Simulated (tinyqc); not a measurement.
Arrhenius plot: admittance spectroscopy and thermally stimulated current of one trap level in a depletion layer. Computed by tinyqc, a small Python program. Command: `OMP_NUM_THREADS=1 python tinyqc.py 3113896 3113897 out.jsonl admit walk`. One thread of a shared host (Intel(R) Xeon(R) Processor @ 2.30GHz), about 0.01 s of CPU time with the checks.

A Schottky junction on n-type material holds one donor-like electron trap; shallow donors are fully ionised and abrupt depletion edges are assumed.

Inputs (values chosen for the exercise, modelled on n-type GaN):
```
quantity                         value    unit
density-of-states mass m         0.194     m_0
shallow doping N                 4e+15  1/cm^3
trap depth E_t below the band    0.437      eV
capture cross section sigma    1.3e-15    cm^2
test frequency f                100000      Hz
```

Constants: k_B = 1.380649e-23 J/K; m_0 = 9.1093837015e-31 kg; h = 6.62607015e-34 J s; k_B = 8.617333262e-05 eV/K.

Method:
- N_c = 2 (2 pi m k_B T/h^2)^(3/2), v_th = sqrt(3 k_B T/m), emission rate e_n = sigma v_th N_c exp(-E_t/(k_B T)).
- Where the level crosses the Fermi level capture equals emission, so the trap follows the signal with the rate 2 e_n; G/omega peaks at omega = 2 e_n (the correction for large N_t/N is left out).
- Solve 2 e_n(T_p) = 2 pi f.
- T_p for 0.1, 0.3, 1, 3 and 10 f; least-squares lines of ln(e_n/T^2) and of ln(e_n) against 1/(k_B T), e_n = pi f; sigma = exp(intercept)/(v_th N_c/T^2).

peak temperature T_p = 392.873 K

Peaks:
```
f (Hz)    T_p (K)  1/(k_B T) (1/eV)  ln(e_n/T^2)  ln(e_n)
1.00e+04   339.87            34.143      -1.3021   10.355
3.00e+04   363.37            31.935      -0.3372   11.454
1.00e+05   392.87            29.538       0.7107   12.658
3.00e+05   423.95            27.372       1.6570   13.756
1.00e+06   463.68            25.027       2.6818   14.960
```

depth from e_n/T^2 = 0.437 eV

cross section from the intercept = 1.30e-15 cm^2

depth without the T^2 = 0.50504 eV

What follows from these numbers?

Leaving out T^2 adds 68 meV, near 2 k_B T_p = 68 meV.

Extremes, crossings and ranges named in words are read from the listed rows.
